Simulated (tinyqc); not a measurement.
Which mechanism rules? Model: leakage currents through a thin dielectric. Computed by tinyqc, a small Python program. Command: `OMP_NUM_THREADS=1 python tinyqc.py 3019080 3019081 out.jsonl leak walk`. One thread of a shared host (Intel(R) Xeon(R) Processor @ 2.30GHz), about 0.01 s of CPU time with the checks.

Electrons leave an electrode with Fermi energy E_F above its band bottom; barriers are counted from the Fermi level, and both electrodes are alike.

Inputs (values chosen for the exercise, modelled on Si3N4):
```
quantity                           value  unit
barrier height phi_B                2.09    eV
tunnelling mass m                   0.37   m_0
optical permittivity k_o            3.85     -
trap depth phi_t                     1.5    eV
Poole-Frenkel prefactor sigma_0  4.6e-08  S/cm
thickness t                          1.7    nm
electrode Fermi energy E_F          0.26    eV
electrode mass m_e                     1   m_0
voltage V                            1.3     V
temperature T                        473     K
```

Stack: single layer.

Constants: e = 1.602176634e-19 C; eps_0 = 8.8541878128e-12 F/m; k_B = 8.617333262e-05 eV/K; m_0 = 9.1093837015e-31 kg; k_B = 1.380649e-23 J/K; h = 6.62607015e-34 J s; hbar = 1.054571817e-34 J s.

Method:
- Field F = V/t; equivalent oxide thickness 3.9 t/k.
- WKB: a layer of mass m, field F and barrier b(x) = b_0 - e F x gives the exponent (4 sqrt(2 m)/(3 hbar e F)) [b_0^(3/2) - max(b_0 - e F t, 0)^(3/2)] for b_0 > 0; b_0 = barrier - (E - E_F); the transmission is D(E) = exp(-sum of exponents), without image force.
- Tsu-Esaki: J = (e m_e k_B T/(2 pi^2 hbar^3)) int D(E) ln[(1 + exp((E_F - E)/k_B T))/(1 + exp((E_F - eV - E)/k_B T))] dE over the normal energy E (its change with the mass at an interface is neglected) from max(0, E_F - 3 eV) to E_F + largest barrier, by 100 Gauss-Legendre points in each part, split at E_F - 0.3 eV (if inside the range) and E_F + 8 k_B T.
- Schottky emission J = A T^2 exp(-(phi_B - sqrt(e^3 F/(4 pi k_o eps_0)))/k_B T), A = 4 pi e m k_B^2/h^3 with the tunnelling mass; Poole-Frenkel J = sigma_0 F exp(-(phi_t - sqrt(e^3 F/(pi k_o eps_0)))/k_B T); both use the field F of the dielectric.

Current densities (A/cm^2):
```
V (V)  F (MV/cm)  tunnelling    Schottky  Poole-Frenkel
0.26       1.529       120.0  1.8936e-13     9.1535e-13
0.45       2.647       176.7  1.2065e-12     6.4309e-11
0.65       3.824       261.1  5.7310e-12     2.0961e-09
0.91       5.353       443.9  3.1366e-11     8.7902e-08
1.10       6.471       667.5  9.3452e-11     9.4321e-07
1.30       7.647      1048.8  2.6743e-10     9.1287e-06
1.60       9.412      2182.6  1.1236e-09     1.9832e-04
2.00      11.765      6865.2  6.2629e-09     7.7024e-03
```

The largest current is tunnelling from 0.260 to 2.00 V. Over the table tunnelling grows by 1.8 decades, Schottky by 4.5 and Poole-Frenkel by 9.9. A plot of ln(J/F) against sqrt(F) for the Poole-Frenkel column has the slope 9.49 per sqrt(MV/cm), from which k_o follows; reading it as Schottky emission would give about k_o/4.

Extremes, crossings and ranges named in words are read from the listed rows.
